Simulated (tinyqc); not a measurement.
Bandgap voltage reference from two bipolar transistors: one step of the calculation.

Two transistors of area 1 and N carry the same current I. Is(T) = Is (T/T0)^eta exp[(Vg0 q/kB)(1/T0 - 1/T)], VBE1 = Vt ln(I/Is(T)) + I rb, VBE2 = Vt ln(I/(N Is(T))) + I rb/N. The amplifier forces I R1(T) = VBE1 - VBE2 + Vos, with R(T) = R (1 + tc (T - T0)) for both resistors, and the output is Vref = VBE1 + I R2(T). Base currents and the Early effect are neglected.

Question. Operating point at another temperature. Vt = kB T/q; I = (Vt ln N + Vos)/(R1(T) - rb (1 - 1/N)).

Inputs (values chosen for the exercise); values of the order met in silicon bipolar transistors:
- T0 = 300 K (reference temperature)
- Vg0 = 1.173 V (band-gap voltage extrapolated to 0 K)
- eta = 3.3 (temperature exponent of the saturation current)
- Is = 3.8e-18 A (saturation current of the unit transistor at T0)
- N = 4 (area ratio of the second transistor)
- R1 = 9.1 kohm (resistor across which the difference of VBE falls, at T0)
- tc = 0 ppm/K (temperature coefficient of both resistors)
- Vos = -0.7 mV (offset of the amplifier)
- rb = 60 ohm (series resistance of the unit transistor)
- R2 = 138.4 kohm (output resistor at T0)
- T = 358 K (temperature)

Constants: q = 1.602176634e-19 C, kB = 1.380649e-23 J/K. Results are converted to the units shown.

Wanted: Vt; I; Is(T); VBE1; I R2; Vref.

Answer.

Vt = 0.030850 V
I = 4.6457 uA
Is(T) = 1.0608e-14 A
VBE1 = 0.61412 V
I R2 = 0.64297 V
Vref = 1.2571 V

From T0 to T, VBE1 changes by -101 mV and I R2 by 106 mV, which leaves 4.93 mV in Vref.

Numbers from tinyqc (`OMP_NUM_THREADS=1 python tinyqc.py 2062068 2062069 out.jsonl`; about 0.02 s on one thread of a shared Intel Xeon 2.30GHz).
